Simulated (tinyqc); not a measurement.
Worked calculation: plane-wave Kohn-Sham cycle with exchange-only LDA in a layered model solid. One step of it, computed by the program tinyqc.

Task: Iteration 2: levels at that k. Diagonalise the Hermitian matrix.

H (hartree):
```
           -2         -1         +0         +1         +2
-2   0.202790   0.107389  -0.004294  -0.000614  -0.000005
-1   0.107389  -0.212563   0.107389  -0.004294  -0.000614
+0  -0.004294   0.107389  -0.295633   0.107389  -0.004294
+1  -0.000614  -0.004294   0.107389  -0.046422   0.107389
+2  -0.000005  -0.000614  -0.004294   0.107389   0.535072
```

Give: eigenvalues.

Result:

eigenvalues (hartree): -0.401  -0.183  -0.018  0.230  0.555
